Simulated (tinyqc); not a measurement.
What moves the plasmon: plasmons of a degenerate electron gas in the random-phase approximation.

Zero temperature, parabolic band: kF = (3 pi^2 n)^(1/3), EF = c kF^2/m, Ep^2 = 8 pi c e2 n/(m eb), qTF^2 = 6 pi e2 n/(eb EF), c = hbar^2/2m0, e2 = e^2/(4 pi eps0), n in 1/angstrom^3 (1e-24 per 1/cm^3).

Lindhard function: eps(q, E)/eb = 1 + (qTF/q)^2 (f1 + i f2) with z = q/(2 kF), u = E/(hbar vF q), hbar vF = 2 c kF/m; f1 = 1/2 + [h(z - u) + h(z + u)]/(8 z), h(x) = (1 - x^2) ln|(x + 1)/(x - 1)|; f2 = pi u/2 for z + u < 1, (pi/(8 z))(1 - (z - u)^2) for |z - u| < 1 < z + u, else 0. Pairs exist for c (q^2 - 2 q kF)/m < E < c (q^2 + 2 q kF)/m.

Constants: hbar^2/2m0 = 3.80998211 eV angstrom^2; e^2/(4 pi eps0) = 14.39964547 eV angstrom.

Values chosen for the exercise (mass and background constant near those of GaN; polar phonons, which mix with the plasmon in the real crystal, and the rise of the mass with filling are left out; the results hold for these values, not for the real material): n = 3e+19 1/cm^3 (electron density); m = 0.195 m0 (mass); eb = 5.39 (background dielectric constant); qp = 0.0176 1/angstrom (wave vector of the plasmon).

The plasmon is taken at qp.

Results for these values:

| case | Ep (meV) | plasmon at qp (meV) | qc (1/angstrom) |
|---|---|---|---|
| base | 198.4 | 205.1 | 0.06063 |

What happens to each result for n = 3.6e+19 1/cm^3, all else kept?

Answer: Ep rises from 198.4 to 217.3; plasmon at qp rises from 205.1 to 224.2; qc rises from 0.06063 to 0.06295.

The same for each parameter in turn:

| case | Ep (meV) | plasmon at qp (meV) | qc (1/angstrom) |
|---|---|---|---|
| base | 198.4 | 205.1 | 0.06063 |
| n = 3.6e+19 1/cm^3 | 217.3 | 224.2 | 0.06295 |
| m = 0.2242 m0 | 185.0 | 190.4 | 0.06393 |
| eb = 4.851 | 209.1 | 215.5 | 0.06311 |
| qp = 0.0123 1/angstrom | 198.4 | 201.6 | 0.06063 |

Program tinyqc; command `OMP_NUM_THREADS=1 python tinyqc.py 1650801 1650802 out.jsonl`; about 0.01 s on one thread of a shared Intel(R) Xeon(R) Processor @ 2.30GHz.
